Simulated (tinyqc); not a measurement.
Stripping the layer step by step: sheet resistance and Hall data of a diffused or implanted layer. Computed by tinyqc, a small Python program. Command: `OMP_NUM_THREADS=1 python tinyqc.py 3024348 3024349 out.jsonl layer walk`. One thread of a shared host (Intel(R) Xeon(R) Processor @ 2.30GHz), about 0.01 s of CPU time with the checks.

Carriers are taken equal to the net active doping down to the junction (full ionisation, which deep dopants in wide-gap hosts do not reach; no spill-over, no depletion), and the Hall factor is 1.

Inputs (values chosen for the exercise, modelled on boron in silicon):

| quantity | value | unit |
|---|---|---|
| mu_min | 44 | cm^2/(V s) |
| mu_max | 472 | cm^2/(V s) |
| N_ref | 2.4e+17 | 1/cm^3 |
| exponent alpha | 0.72 | - |
| peak concentration N_0 | 5.5e+20 | 1/cm^3 |
| length scale l | 79 | nm |
| background doping N_B (opposite type) | 1.6e+17 | 1/cm^3 |
| solubility limit N_s | 2.1e+20 | 1/cm^3 |

Profile: complementary error function. Activation: limited by solubility.

Constants: e = 1.602176634e-19 C.

Method:
- N(x) = N_0 erfc(x/l), dose N_0 l/sqrt(pi), junction x_j = l erfc^-1(N_B/N_0).
- Mobility mu = mu_min + (mu_max - mu_min)/(1 + (N_t/N_ref)^alpha), N_t = active doping + N_B; carriers n = active doping - N_B, active doping min(N, N_s).
- Integrals from x_0 (0 unless stated) to x_j by the midpoint rule on 400 even intervals: 1/R_s = e int n mu dx; sheet density n_s = int n dx; Hall sheet density (int n mu dx)^2/int n mu^2 dx; Hall mobility int n mu^2 dx/int n mu dx.
- After removing a depth d the integrals start at d. Differences between neighbouring rows give the local conductivity -d(1/R_s)/dx at the middle of the slice (the last slice uses one more step, not listed).

junction depth x_j = 202.401 nm

Differential sheet resistance:

| removed d (nm) | R_s (ohm) | slice conductivity (S/cm) | sigma at mid-slice (S/cm) |
|---|---|---|---|
| 0 | 76.6 | 1588.0 | 1588.0 |
| 20 | 101.2 | 1588.0 | 1588.0 |
| 40 | 149.2 | 1475.0 | 1544.2 |
| 60 | 266.4 | 914.7 | 905.3 |
| 80 | 519.6 | 496.7 | 489.4 |
| 100 | 1073.8 | 252.4 | 247.7 |
| 120 | 2345.1 | 122.9 | 120.3 |
| 140 | 5535.8 | 58.1 | 56.9 |

What follows from these numbers?

R_s doubles after removing between 40.0 and 60.0 nm of a layer 202 nm deep, so half the current flows above that depth. Where sigma exceeds a tenth of its largest listed value, the slice values agree with it within 5 %.

Extremes, crossings and ranges named in words are read from the listed rows.
